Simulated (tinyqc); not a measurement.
# Worked calculation: MOS inversion layer, Poisson-Schroedinger loop

tinyqc, about 1 s, one thread, Intel Xeon 2.30GHz (shared host): `OMP_NUM_THREADS=1 python tinyqc.py 2160102 2160103 out.jsonl` Printed values are rounded.

Electrons confined at an insulator interface at z = 0, treated as a hard wall; parabolic valleys, Hartree approximation, no image or exchange terms. The depletion charge lies far deeper than the electrons and gives a uniform field q Nd/(eps0 eps_r); the gate balances all charge. Energies are counted from the band edge at the interface.

Parameters, values chosen for the exercise; masses and permittivity close to those of silicon (100):
```
symbol,value,unit,meaning
T,400,K,temperature
eps_r,11.7,,relative permittivity
mz1,0.912,m0,mass along z of valley set A (2 valley(s))
md1,0.191,m0,in-plane density-of-states mass of set A
mz2,0.187,m0,mass along z of valley set B (4 valley(s))
md2,0.424,m0,in-plane density-of-states mass of set B
Ns,1.3e12,cm^-2,sheet density of electrons
Nd,1.1e11,cm^-2,sheet density of depletion charge
dE,0,eV,extra shift of set B (strain)
hz,3.1,nm,mesh step
a,0.5,,mixing factor
```

Constants: q = 1.602176634e-19 C, kB = 1.380649e-23 J/K, hbar = 1.054571817e-34 J s, m0 = 9.1093837015e-31 kg, Vt = kB T/q, eps0 = 8.8541878128e-14 F/cm where lengths are in cm, hbar^2/(2 m0) = 0.0380998212 eV nm^2. Results are converted to the units shown.

## Fixed part of the potential

z, node 1 to 16 (nm): 3.1  6.2  9.3  12.4  15.5  18.6  21.7  24.8  27.9  31  34.1  37.2  40.3  43.4  46.5  49.6

V0 = q Nd z/(eps0 eps_r) in eV.

fixed potential V0, node 1 to 16 (eV): 0.00527388  0.01054776  0.01582164  0.02109552  0.02636940  0.03164328  0.03691715  0.04219103  0.04746491  0.05273879  0.05801267  0.06328655  0.06856043  0.07383431  0.07910819  0.08438207

## Round 1: levels and probability densities

self-consistent potential U at the start, node 1 to 16 (eV): 0  0  0  0  0  0  0  0  0  0  0  0  0  0  0  0

Tridiagonal Hamiltonian with psi = 0 one step beyond both ends: H_ii = C (1/m_(i-1/2) + 1/m_(i+1/2))/hz^2 + V0_i + U_i (+ dE for the set B), H_(i,i+1) = -C/(m_(i+1/2) hz^2), C = hbar^2/(2 m0). The lowest 2 level(s) of each valley set are kept, normalised to hz sum |psi|^2 = 1. The mass is the same on all intervals.

levels (eV): A1 0.01110706, A2 0.01860697, B1 0.01930448, B2 0.03329927

```
node	|psi|^2 of A1 (1/nm)	|psi|^2 of A2 (1/nm)	|psi|^2 of B1 (1/nm)	|psi|^2 of B2 (1/nm)
1	0.2164795	0.0860310	0.0676894	0.05792862
2	0.0937735	0.0979613	0.1212191	0.02663789
3	0.0116159	0.1149453	0.0854717	0.00799380
4	0.0006873	0.0218611	0.0355392	0.07199648
5	0.0000239	0.0017069	0.0101218	0.08572248
6	0.0000005	0.0000730	0.0021364	0.04908257
7	0.0000000	0.0000020	0.0003510	0.01768980
8	0.0000000	0.0000000	0.0000465	0.00451002
9	0.0000000	0.0000000	0.0000051	0.00086883
10	0.0000000	0.0000000	0.0000005	0.00013201
11	0.0000000	0.0000000	0.0000000	0.00001631
12	0.0000000	0.0000000	0.0000000	0.00000168
13	0.0000000	0.0000000	0.0000000	0.00000015
14	0.0000000	0.0000000	0.0000000	0.00000001
15	0.0000000	0.0000000	0.0000000	0.00000000
16	0.0000000	0.0000000	0.0000000	0.00000000
```

## Round 1: Fermi level and occupations

Level k holds N_k = D_k Vt ln(1 + exp((EF - E_k)/Vt)) with D = 2 md1 m0 q/(pi hbar^2) for the set A, D = 4 md2 m0 q/(pi hbar^2) for the set B per eV (spin included); EF is fixed by sum N_k = Ns.

EF = -0.1082945 eV
N_k (cm^-2): A1 1.695468e11, A2 1.368024e11, B1 5.953540e11, B2 3.982968e11

## Round 1: density, output potential and mixing

n_i = sum_k N_k |psi_k|^2 (converted to cm^-3). Hartree part by Gauss: on the interval before node i the electrons still beyond are S_i = Ns - hz sum_(j<i) n_j, and U_i = U_(i-1) + q S_i hz/(eps0 eps_r) in eV, U_0 = 0 at the interface. Mixing: U(new) = U + a (U(out) - U).

```
node	n (1e18 cm^-3)	U(out) (eV)	U after round 1 (eV)
1	1.118446	0.0623277	0.03116383
2	1.120784	0.1080321	0.05401607
3	0.717641	0.1370787	0.06853935
4	0.529415	0.1554591	0.07772956
5	0.404066	0.1659710	0.08298550
6	0.208314	0.1704773	0.08523867
7	0.072551	0.1718875	0.08594377
8	0.018240	0.1722195	0.08610973
9	0.003491	0.1722803	0.08614014
10	0.000529	0.1722892	0.08614460
11	0.000065	0.1722903	0.08614514
12	0.000007	0.1722904	0.08614520
13	0.000001	0.1722904	0.08614520
14	0.000000	0.1722904	0.08614520
15	0.000000	0.1722904	0.08614520
16	0.000000	0.1722904	0.08614520
```

## Round 2: levels and probability densities

As before.

levels (eV): A1 0.04446660, A2 0.07296947, B1 0.06538486, B2 0.09856713

```
node	|psi|^2 of A1 (1/nm)	|psi|^2 of A2 (1/nm)	|psi|^2 of B1 (1/nm)	|psi|^2 of B2 (1/nm)
1	0.3151369	0.0073196	0.2196700	0.0680505
2	0.0073836	0.3001496	0.0884755	0.0589181
3	0.0000598	0.0148679	0.0131533	0.1274656
4	0.0000003	0.0002412	0.0011958	0.0538641
5	0.0000000	0.0000023	0.0000813	0.0120942
6	0.0000000	0.0000000	0.0000046	0.0019201
7	0.0000000	0.0000000	0.0000002	0.0002408
8	0.0000000	0.0000000	0.0000000	0.0000249
9	0.0000000	0.0000000	0.0000000	0.0000022
10	0.0000000	0.0000000	0.0000000	0.0000002
11	0.0000000	0.0000000	0.0000000	0.0000000
12	0.0000000	0.0000000	0.0000000	0.0000000
13	0.0000000	0.0000000	0.0000000	0.0000000
14	0.0000000	0.0000000	0.0000000	0.0000000
15	0.0000000	0.0000000	0.0000000	0.0000000
16	0.0000000	0.0000000	0.0000000	0.0000000
```

## Round 2: Fermi level and occupations

As before.

EF = -0.05870872 eV
N_k (cm^-2): A1 2.690159e11, A2 1.192898e11, B1 6.582329e11, B2 2.534614e11

## Round 2: density, output potential and mixing

As before.

```
node	n (1e18 cm^-3)	U(out) (eV)	U after round 2 (eV)
1	2.474922	0.0623277	0.04674575
2	1.109620	0.0878712	0.07094363
3	0.427553	0.0969227	0.08273102
4	0.144684	0.0996196	0.08867458
5	0.031192	0.1001661	0.09157579
6	0.004897	0.1002490	0.09274383
7	0.000612	0.1002591	0.09310144
8	0.000063	0.1002601	0.09318493
9	0.000006	0.1002602	0.09320018
10	0.000000	0.1002602	0.09320242
11	0.000000	0.1002602	0.09320269
12	0.000000	0.1002602	0.09320272
13	0.000000	0.1002602	0.09320272
14	0.000000	0.1002602	0.09320272
15	0.000000	0.1002602	0.09320272
16	0.000000	0.1002602	0.09320272
```

## Course of the self-consistent loop

Start from U = 0. Stop when the largest |U(out) - U| is below 1e-7 eV, or after 120 rounds.

Course of the iteration:
```
round	level A1 (eV)	EF (eV)	largest |U(out) - U| (eV)
1	0.01110706	-0.1082945	0.172
2	0.04446660	-0.05870872	0.0339
3	0.06007774	-0.04321100	0.0173
4	0.06788597	-0.03525548	8.54e-3
5	0.07178881	-0.03125139	4.17e-3
6	0.07373922	-0.02925966	2.04e-3
7	0.07471401	-0.02827009	1.01e-3
8	0.07520125	-0.02777775	4.98e-4
9	0.07544483	-0.02753244	2.48e-4
...	...	...	...
13	0.07567313	-0.02730326	1.54e-5
14	0.07568074	-0.02729565	7.70e-6
15	0.07568454	-0.02729184	3.85e-6
16	0.07568645	-0.02728994	1.92e-6
17	0.07568740	-0.02728899	9.61e-7
18	0.07568787	-0.02728851	4.80e-7
19	0.07568811	-0.02728827	2.40e-7
20	0.07568823	-0.02728815	1.20e-7
21	0.07568829	-0.02728809	6.00e-8
```

Converged in 21 rounds. Towards the end the residual shrinks by a factor of about 0.50 a round.

## Converged levels, occupations and centroid

converged U, node 1 to 16 (eV): 0.0623276  0.0879516  0.0990004  0.1037021  0.1051797  0.1055264  0.1055897  0.1055989  0.1056000  0.1056001  0.1056001  0.1056001  0.1056001  0.1056001  0.1056001  0.1056001

Solve for the levels with V0 + U, find EF, n_i = sum_k N_k |psi_k|^2 (in cm^-3); share of each level N_k/Ns; centroid sum n z/sum n.

levels (eV): A1 0.0756883, A2 0.1066462, B1 0.0972277, B2 0.1281415
EF = -0.02728809 eV
shares (%): A1 20.81041, A2 8.60063, B1 50.02503, B2 20.56392
n, node 1 to 16 (in units of 1e18 cm^-3): 2.469508  0.980649  0.427049  0.216928  0.076083  0.019078  0.003632  0.000547  0.000067  0.000007  0.000001  0.000000  0.000000  0.000000  0.000000  0.000000
centroid = 5.252251 nm

An 800-node mesh to 85 nm with 8 levels a set gives A1 = 0.05961 eV, EF = -0.04385 eV and a centroid of 6.945 nm; the levels kept above hold 74.8 % of the electrons there. The coarse centroid is 24 % below the fine one.

## Closed-form estimates

Triangular well: E_k = a_k (C F^2/mz)^(1/3), a_1 = 2.338107, a_2 = 4.087949, C = hbar^2/(2 m0), F in eV/nm. Fang-Howard (all electrons in the lowest level of set A): b^3 = 6 (mz1/C) q (Nd + 11 Ns/32)/(eps0 eps_r), centroid 3/b, level C b^2/(4 mz1) + (3/b) q (Nd + 11 Ns/16)/(eps0 eps_r). Use F = q (Nd + Ns)/(eps0 eps_r), the surface field, and F = q (Nd + Ns/2)/(eps0 eps_r).

A1 with the surface field = 0.06332431 eV
A1 with Nd + Ns/2 = 0.04194048 eV
A2 with Nd + Ns/2 = 0.07332878 eV
b = 1.073459 1/nm
Fang-Howard centroid = 2.794703 nm
Fang-Howard level = 0.05541956 eV

Against the self-consistent A1 = 0.05961 eV on a fine mesh, the surface-field estimate is 6.2 % above it, the half-charge one 30 % below it and Fang-Howard 7.0 % below it. A1 holds 20.5 % of the electrons, and the Fang-Howard centroid is 60 % below the full one.
